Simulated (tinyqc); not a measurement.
X-ray photoelectron analysis of a thin oxide on a semiconductor: attenuation lengths, thickness, angle series and band offsets: one step, computed by the program tinyqc. Command: `OMP_NUM_THREADS=1 python tinyqc.py 3111353 3111354 out.jsonl xps walk`. One thread of a shared host (Intel(R) Xeon(R) Processor @ 2.30GHz), about 0.01 s of CPU time with the checks.

The same element is seen in the oxide and in the substrate, at nearly the same kinetic energy; films are flat and uniform, and the work function is ignored.

Question. Peak ratio. R_0 = (rho_o/M_o) L_o/((rho_s/M_s) L_s); peak ratio R = I_ox/I_sub = R_0 [exp(d/(L_o cos theta)) - 1]; hence d = L_o cos theta ln(1 + R/R_0). A carbon layer weakens both peaks alike, by exp(-d_C/(L_o cos theta)) if its L is taken equal to L_o. This R_0 leaves out intrinsic losses from the substrate peak, so calibrated values can be larger.

Inputs (values chosen for the exercise, modelled on SiO2 on 4H-SiC): oxide density = 2.26 g/cm^3; oxide formula mass = 60.08 g/mol; substrate density = 3.21 g/cm^3; substrate formula mass = 40.1 g/mol; oxide thickness d = 3.9 nm; emission angle from the normal = 15 degrees; carbon overlayer = 0.96 nm.

L in the oxide = 3.259429 nm

L in the substrate = 2.481178 nm

Give: R_0; d/(L_o cos theta); ratio R; oxide share of the counts; attenuation by carbon; depth 3 L_o cos theta.

Answer.

R_0 = 0.6173

d/(L_o cos theta) = 1.239

ratio R = 1.513

oxide share of the counts = 0.6021

attenuation by carbon = 0.7372

depth 3 L_o cos theta = 9.445 nm
